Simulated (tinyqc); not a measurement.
Wannier function of the lower band of a two-orbital chain: one step. The Wannier function. Two cases, with inputs chosen for the exercise.

Question. w(R) = (1/N) sum_j exp(2 pi i j R/N) u_j, for the N cells nearest the origin; it is real.

H(k) = [[-d/2 - 2 ta cos k, -t1 - t2 exp(-ik)], [-t1 - t2 exp(ik), d/2 - 2 tb cos k]], k in 1/a, Bloch sums with exp(ikR) and without the positions inside the cell. Mesh k_j = 2 pi j/N. Projection gauge: each lower eigenvector u is multiplied by the phase that makes <trial|u> real and positive (the one-band case of Loewdin orthogonalisation). Wannier amplitudes w(R) = (1/N) sum_k exp(ikR) u(k); hoppings H(R) = (1/N) sum_k exp(-ikR) E(k).

Case 1.

Mesh:
```
j  E lower (eV)  E upper (eV)                   u_A                   u_B  |<trial|u>|
0     -3.398916      2.758916             0.5575034             0.8301746     0.807818
1     -2.586655      2.388884  0.5540188-0.1509987i  0.7057968+0.4148656i     0.762004
2     -0.877976      1.395747  0.5206687-0.2872513i  0.1533893+0.7892164i     0.541731
3     -0.877976      1.395747  0.5206687+0.2872513i  0.1533893-0.7892164i     0.541731
4     -2.586655      2.388884  0.5540188+0.1509987i  0.7057968-0.4148656i     0.762004
```

Case 2.

Mesh:
```
j  E lower (eV)  E upper (eV)                   u_A                   u_B  |<trial|u>|
0     -3.019137      2.279137             0.8361348             0.5485240     0.998376
1     -2.566659      2.196659  0.8260695-0.0485210i  0.5551504+0.0840408i     0.992972
2     -1.593988      1.963988  0.8029213-0.0654095i  0.5815529+0.1132925i     0.986127
3     -1.045247      1.785247             0.7908349             0.6120296     0.990898
4     -1.593988      1.963988  0.8029213+0.0654095i  0.5815529-0.1132925i     0.986127
5     -2.566659      2.196659  0.8260695+0.0485210i  0.5551504-0.0840408i     0.992972
```

Give: Amplitudes; norm.

Answer.

Case 1.

Amplitudes:
```
R      on A     on B
-2   0.0703  -0.2461
-1  -0.1135   0.5470
0    0.5414   0.5097
1    0.1365  -0.1397
2   -0.0772   0.1593
```

norm = 1.0000

Cell 0 holds 55.3 % of the weight.

Case 2.

Amplitudes:
```
R      on A     on B
-2   0.0045  -0.0045
-1  -0.0215   0.0420
0    0.8142   0.5723
1    0.0443  -0.0719
2   -0.0052   0.0124
3   -0.0002  -0.0018
```

norm = 1.0000

Cell 0 holds 99.0 % of the weight.

Computed by tinyqc, one run a case: `OMP_NUM_THREADS=1 python tinyqc.py N N+1 out.jsonl` with N = 1480221, 1481602; one thread of a shared Intel(R) Xeon(R) Processor @ 2.30GHz, about 0.2 s a run at most.
